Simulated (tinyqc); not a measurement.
What each value does: bond-orbital model of a tetrahedral semiconductor (Harrison's universal couplings).

Hybrid level eh = (es + 3 ep)/4; metallic energy V1 = (ep - es)/4 for each atom; covalent energy V2 = 3.22 hbar^2/(m d^2); polar energy V3 = (ehc - eha)/2; hbar^2/m = 2c, c = hbar^2/2m0. Polarity ap = V3/sqrt(V2^2 + V3^2), covalency ac = V2/sqrt(V2^2 + V3^2). p-p coupling at Gamma Exx = (4/3)(2.22 - 2 x 0.63) hbar^2/(m d^2) = 1.28 hbar^2/(m d^2), s-s coupling Ess = 4 x 1.32 hbar^2/(m d^2).

Constants: hbar^2/2m0 = 3.80998211 eV angstrom^2.

Parameters, chosen for this exercise (near tabulated values for diamond; the model gives trends, and its gaps can be far from the real ones; not measured data):
```
symbol  value   unit      meaning
esc     -19.48  eV        s level, cation
epc     -10.91  eV        p level, cation
esa     -19.48  eV        s level, anion
epa     -10.91  eV        p level, anion
d       1.54    angstrom  bond length
```

The bond-antibond splitting is 2 sqrt(V2^2 + V3^2). E0 is the upper root of [[esa, 5.28 u], [5.28 u, esc]] less the lower root of [[epa, 1.28 u], [1.28 u, epc]], u = hbar^2/(m d^2).

Results for these values:
```
case      ap  bond-antibond splitting (eV)  Ev (eV)  E0 (eV)
base  0.0000                        20.692  -15.023   12.507
```

What happens to each result for esa = -18.98 eV, all else kept?

Answer: ap falls from 0.0000 to -0.0060; bond-antibond splitting does not change at the printed digits; Ev does not change at the printed digits; E0 rises from 12.507 to 12.759.

The same for each parameter in turn:
```
case                    ap  bond-antibond splitting (eV)  Ev (eV)  E0 (eV)
base                0.0000                        20.692  -15.023   12.507
esc = -18.98 eV     0.0060                        20.692  -15.023   12.759
epc = -10.41 eV     0.0181                        20.695  -14.780   12.265
esa = -18.98 eV    -0.0060                        20.692  -15.023   12.759
epa = -10.41 eV    -0.0181                        20.695  -14.780   12.265
d = 1.59 angstrom   0.0000                        19.411  -14.768   11.203
```

Run: tinyqc, `OMP_NUM_THREADS=1 python tinyqc.py 1480342 1480343 out.jsonl`; Intel(R) Xeon(R) Processor @ 2.30GHz, one thread, shared host; about 0.01 s of CPU time with all checks.
